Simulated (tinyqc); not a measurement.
Plane-wave Kohn-Sham cycle with exchange-only LDA in a layered model solid, step by step. One step of it, computed by the program tinyqc.

Task: Iteration 1: levels at that k. Diagonalise the Hermitian matrix.

H (hartree), order -3, -2, -1, +0, +1, +2, +3:
```
[[0.521615, -0.120000, -0.015000, 0.000000, 0.000000, 0.000000, 0.000000],
 [-0.120000, 0.075664, -0.120000, -0.015000, 0.000000, 0.000000, 0.000000],
 [-0.015000, -0.120000, -0.182518, -0.120000, -0.015000, 0.000000, 0.000000],
 [0.000000, -0.015000, -0.120000, -0.252932, -0.120000, -0.015000, 0.000000],
 [0.000000, 0.000000, -0.015000, -0.120000, -0.135576, -0.120000, -0.015000],
 [0.000000, 0.000000, 0.000000, -0.015000, -0.120000, 0.169549, -0.120000],
 [0.000000, 0.000000, 0.000000, 0.000000, -0.015000, -0.120000, 0.662442]]
```

Give: eigenvalues.

Result:

eigenvalues (hartree): [-0.4065, -0.1968, -0.0704, 0.1008, 0.1887, 0.5522, 0.6903]
